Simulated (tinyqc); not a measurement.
## Gap voltage and exponent from three temperatures

Inverse problem. At constant current VBE(T) = Vg0 - a T - eta (kB T/q) ln T, where a is a constant. Find Vg0, eta and dVBE/dT at the middle temperature.

Constants: q = 1.602176634e-19 C, kB = 1.380649e-23 J/K. Results are converted to the units shown.

T (K): 233  300  360
VBE at a constant current (V): 0.8192355204  0.6898574454  0.5694391204

Answer. The relation is linear in Vg0, a and eta, so three points give a linear system; the slope is (VBE - Vg0 - eta kB T/q)/T. eta rests on the curvature of VBE(T) alone, so real fits need accuracy of some tens of microvolts or better.

Vg0 = 1.176 V
eta = 4.100
dVBE/dT = -1.974 mV/K

Numbers from tinyqc (`OMP_NUM_THREADS=1 python tinyqc.py 2062102 2062103 out.jsonl`; about 0.02 s on one thread of a shared Intel Xeon 2.30GHz).
